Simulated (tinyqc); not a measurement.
Worked calculation: extended Hueckel theory, for BeH2. One step of it, computed by the program tinyqc.

Task: Mulliken analysis. P = C n C^T; charge = valence electrons (H 1, Be 2) minus the sum of (P S)_ii on the atom; overlap population = 2 sum P_ij S_ij between two atoms.

coefficients, order 1Be 2s, 1Be 2px, 1Be 2py, 1Be 2pz, 2H 1s, 3H 1s:
$$\begin{pmatrix}
0.433059 & 0.000000 & -0.125539 & 0.000000 & 1.186862 & 0.000000 \\
0.000000 & 0.000000 & 0.000000 & 1.000000 & 0.000000 & 0.000000 \\
0.000000 & 0.335449 & 0.000000 & 0.000000 & 0.000000 & 1.509731 \\
0.017639 & 0.000000 & 0.991442 & 0.000000 & 0.156536 & 0.000000 \\
0.469311 & 0.516363 & 0.031611 & 0.000000 & -0.753176 & -0.981085 \\
0.469311 & -0.516363 & 0.031611 & 0.000000 & -0.753176 & 0.981085
\end{pmatrix}$$

occupations: [2.000000, 2.000000, 0.000000, 0.000000, 0.000000, 0.000000]

overlap S, order 1Be 2s, 1Be 2px, 1Be 2py, 1Be 2pz, 2H 1s, 3H 1s:
$$\begin{pmatrix}
1.000000 & 0.000000 & 0.000000 & 0.000000 & 0.440471 & 0.440471 \\
0.000000 & 1.000000 & 0.000000 & 0.000000 & 0.000000 & 0.000000 \\
0.000000 & 0.000000 & 1.000000 & 0.000000 & 0.532055 & -0.532055 \\
0.000000 & 0.000000 & 0.000000 & 1.000000 & 0.049638 & 0.049638 \\
0.440471 & 0.000000 & 0.532055 & 0.049638 & 1.000000 & 0.027051 \\
0.440471 & 0.000000 & -0.532055 & 0.049638 & 0.027051 & 1.000000
\end{pmatrix}$$

Give: charges; Overlap populations.

Result:

charges: 1Be 0.6709, 2H -0.3354, 3H -0.3354

Overlap populations:
```
pair      value
2-1    0.728364
3-1    0.728364
3-2   -0.005018
```
